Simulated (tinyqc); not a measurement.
## Electron density from the centroid

Inverse problem. In the Fang-Howard model the centroid is 3/b with b^3 = 6 (mz1/C) q (Nd + 11 Ns/32)/(eps0 eps_r), C = hbar^2/(2 m0), the field in eV/nm. Find b and Ns.

Values chosen for this exercise; masses and permittivity close to those of 4H silicon carbide (0001):
```
symbol,value,unit,meaning
eps_r,9.63,,relative permittivity
mz1,0.328,m0,mass along z of valley set A (3 valley(s))
Nd,1.2e11,cm^-2,sheet density of depletion charge
```

Constants: q = 1.602176634e-19 C, hbar = 1.054571817e-34 J s, m0 = 9.1093837015e-31 kg, eps0 = 8.8541878128e-14 F/cm where lengths are in cm, hbar^2/(2 m0) = 0.0380998212 eV nm^2. Results are converted to the units shown.

centroid = 3.6611117 nm

Solution. b = 3/centroid gives Nd + 11 Ns/32, from which the depletion charge is taken off.

b = 0.8194 1/nm
Ns = 1.300e12 cm^-2

Program tinyqc, `OMP_NUM_THREADS=1 python tinyqc.py 2160059 2160060 out.jsonl`; Intel Xeon 2.30GHz, shared host, one thread, about 0.5 s.
